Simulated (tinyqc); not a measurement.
Short-channel transistor, virtual-source model with series resistance: one step of the calculation.

The current per gate width is the charge at the top of the source barrier (the virtual source) times its velocity times a saturation function; al and be are fitting constants of the model. Units: I in uA/um, Rs in ohm um, so I Rs = 1e-6 I Rs in volts; Q in uC/cm^2, so I = 1e-4 Q vx0 Fsat with vx0 in cm/s.

Problem. Current through the series resistance. Intrinsic voltages Vg' = Vgs - I Rs, Vd' = Vds - 2 I Rs. n = n0 + nd Vd', VT = VT0 - dl Vd', Ff = 1/(1 + exp((Vg' - VT + al Vt/2)/(al Vt))), Q = Cinv n Vt ln(1 + exp((Vg' - VT + al Vt Ff)/(n Vt))), Vdsat = (vx0 L/mu)(1 - Ff) + Vt Ff, Fsat = u/(1 + u^be)^(1/be) with u = Vd'/Vdsat, and I(out) = Q vx0 Fsat per width. (Fsat takes the sign of u.) I(new) = I + 0.3 (I(out) - I).

Parameters, values chosen for the exercise:
- T = 300 K (temperature)
- Cinv = 2.08 uF/cm^2 (inversion capacitance)
- vx0 = 8.11e6 cm/s (velocity at the virtual source)
- mu = 120 cm^2/(V s) (apparent mobility)
- L = 65 nm (channel length)
- VT0 = 0.328 V (threshold at zero drain voltage)
- dl = 0.119 V/V (drain-induced barrier lowering)
- n0 = 1.17 (subthreshold factor)
- nd = 0.2 1/V (growth of n with drain voltage)
- al = 3.5 (threshold shift (in units of Vt) from weak to strong inversion)
- be = 1.8 (sharpness of saturation)
- Rs = 70 ohm um (series resistance of each contact)
- Vgs = 0.75 V (gate voltage)
- Vds = 0.75 V (drain voltage)

Constants: q = 1.602176634e-19 C, kB = 1.380649e-23 J/K, Vt = kB T/q. Results are converted to the units shown.

I at the start = 0 uA/um

Find: Vg'; Vd'; VT; Ff; Q; Vdsat; Fsat; I(out); I after iteration 1.

Solution.

Vg' = 0.7500 V
Vd' = 0.7500 V
VT = 0.2387 V
Ff = 0.002128
Q = 1.064 uC/cm^2
Vdsat = 0.4384 V
Fsat = 0.8360
I(out) = 721.3 uA/um
I after iteration 1 = 216.4 uA/um

tinyqc, about 0.01 s, one thread, Intel Xeon 2.30GHz (shared host): `OMP_NUM_THREADS=1 python tinyqc.py 2380112 2380113 out.jsonl`
